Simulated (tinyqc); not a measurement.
Drifting, spreading and decaying minority pulse (Haynes-Shockley), explicit time steps: two steps of the calculation.

Low injection in a uniform field: dn/dt = D d2n/dx2 - v dn/dx - n/tau with D = mu Vt and v = mu F towards +x. Exact solution on an infinite bar for a Gaussian start at x0: n = N0 exp(-t/tau) exp(-(x - x0 - v t)^2/(2 s^2))/sqrt(2 pi s^2), s^2 = s0^2 + 2 D t.

Inputs (values chosen for the exercise); mobility close to that of germanium at room temperature: temperature T = 350 K; minority-carrier mobility mu = 3850 cm^2/(V s); sweep field along the drift F = 11 V/cm; mesh step hx = 34 um; lifetime tau = 1.6e-6 s; time step dt = 1.7e-8 s.

Constants: q = 1.602176634e-19 C, kB = 1.380649e-23 J/K, Vt = kB T/q. Results are converted to the units shown.

Problem 1. Coefficients of the scheme. Exponentially fitted fluxes: d = F hx/Vt, B(d) = d/(exp(d) - 1), k = D dt/hx^2; (L n)_i = a n_(i-1) + b n_i + c n_(i+1) with a = k B(-d), c = k B(d), b = -a - c - dt/tau. Explicit steps keep n positive for dt up to 1/[(D/hx^2)(B(d) + B(-d)) + 1/tau].

Wanted: D; v; d; a; b; c; positivity limit of dt.

Solution 1.

D = 116.1 cm^2/s
v = 4.235e4 cm/s
d = 1.240
a = 0.2980
b = -0.3948
c = 0.08623
positivity limit of dt = 4.306e-8 s

Problem 2. Densities after a time step. (L n)_i = a n_(i-1) + b n_i + c n_(i+1), n = 0 beyond the ends. Explicit step: n(new) = n + L n.

a = 0.29797789
b = -0.39483077
c = 0.086227886
n at t = 0, node 1 to 11 (in units of 1e11 cm^-3): 0.4407216  2.4592905  6.8991742  9.7302995  6.8991742  2.4592905  0.4407216  0.0397064  0.0017985  0.0000410  0.0000005

Wanted: n at t = 1 dt.

Solution 2.

n at t = 1 dt, node 1 to 11 (in units of 1e11 cm^-3): 0.479  2.215  5.747  8.539  7.287  3.582  1.003  0.156  0.013  0.001  0.000

Numbers from tinyqc (`OMP_NUM_THREADS=1 python tinyqc.py 2310008 2310009 out.jsonl`; about 0.01 s on one thread of a shared Intel Xeon 2.30GHz).
